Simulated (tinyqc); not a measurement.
From results back to parameters: standing waves and exposure in a photoresist film. Three cases, with inputs chosen for the exercise.

Problem. Bleaching of a resist on an index-matched plate: T(0) = T12 exp(-(A + B) d), T(end) = T12 exp(-B d), T12 = 1 - ((n1 - 1)/(n1 + 1))^2, and the first slope dT/dD = T(0) C A T12 (1 - exp(-(A + B) d))/(A + B). Here d = dT and D is the dose; A, B and C are hidden.

Case 1.

Values chosen (out of a larger set: a resist on Al, indices near tabulated ones; not measured data): n1 = 1.693 (resist index); dT = 0.853 micrometre (resist thickness on an index-matched plate).

T(0) = 0.636122
T(end) = 0.864776
dT/dD = 0.0037869 cm^2/mJ

Case 2.

Values chosen (out of a larger set: a resist on Al, indices near tabulated ones; not measured data): n1 = 1.77 (resist index); dT = 0.534 micrometre (resist thickness on an index-matched plate).

T(0) = 0.567587
T(end) = 0.595532
dT/dD = 0.00055820 cm^2/mJ

Case 3.

Values chosen (out of a larger set: a resist on W, indices near tabulated ones; not measured data): n1 = 1.721 (resist index); dT = 1.001 micrometre (resist thickness on an index-matched plate).

T(0) = 0.485076
T(end) = 0.824549
dT/dD = 0.0054527 cm^2/mJ

Find: A; B; C.

Solution. A = ln(T(end)/T(0))/d, B = ln(T12/T(end))/d, and the slope then gives C.

Case 1.

A = 0.36 1/micrometre
B = 0.09 1/micrometre
C = 0.025 cm^2/mJ

Case 2.

A = 0.09 1/micrometre
B = 0.82 1/micrometre
C = 0.028 cm^2/mJ

Case 3.

A = 0.53 1/micrometre
B = 0.12 1/micrometre
C = 0.031 cm^2/mJ

Computed by tinyqc, one run a case: `OMP_NUM_THREADS=1 python tinyqc.py N N+1 out.jsonl` with N = 1651044, 1651182, 1651217; one thread of a shared Intel(R) Xeon(R) Processor @ 2.30GHz, about 0.01 s a run at most.
